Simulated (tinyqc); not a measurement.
Atomic layer deposition: Langmuir saturation, growth per cycle and coating of deep features: one step, computed by the program tinyqc. Command: `OMP_NUM_THREADS=1 python tinyqc.py 3006969 3006970 out.jsonl ald walk`. One thread of a shared host (Intel(R) Xeon(R) Processor @ 2.30GHz), about 0.01 s of CPU time with the checks.

Precursor A sticks only on free sites, so a long enough pulse saturates; co-reactant B then frees the sites again.

Task: Exposure for a deep feature. Diffusion-limited filling (Gordon) of a round hole of diameter w: a saturation front at depth z needs dz/dt = D_K n/(z (4q/w)), with Knudsen D_K = w c/3 and F = n c/4; including the entrance and floor terms, t = (q/F)(1 + 19a/4 + 3a^2/2). Reaction-limited filling needs ln(100)/k_a at any depth, k_a = beta F/q. Flow is molecular. The front picture holds when the modulus a sqrt(beta) is well above 1. Depth reached by the given pulse: solve the same formula for a. Exposure = p x diffusion-limited time; 1 langmuir = 1.33322e-4 Pa s.

Inputs (values chosen for the exercise, modelled on silicon dioxide from an aminosilane and ozone): site density q = 2.7 1/nm^2; sticking probability beta on free sites = 0.0016; precursor pressure p = 4.7 Pa; temperature T = 350 C; pulse time t = 0.021 s; aspect ratio a = 110.

Feature: round hole.

flux F = 37607.18 1/(nm^2 s)

Give: diffusion-limited time; exposure; modulus; aspect ratio reached by the front in time t.

Result:

diffusion-limited time = 1.341 s

exposure = 47262 langmuir

modulus = 4.4

aspect ratio reached by the front in time t = 12.45

Caution: the pulse is shorter than ln(100)/k_a, so even the open surface is not saturated and the depth reached has no meaning. Caution: the depth reached is formal here: it is under 2/sqrt(beta), so no sharp front has formed.
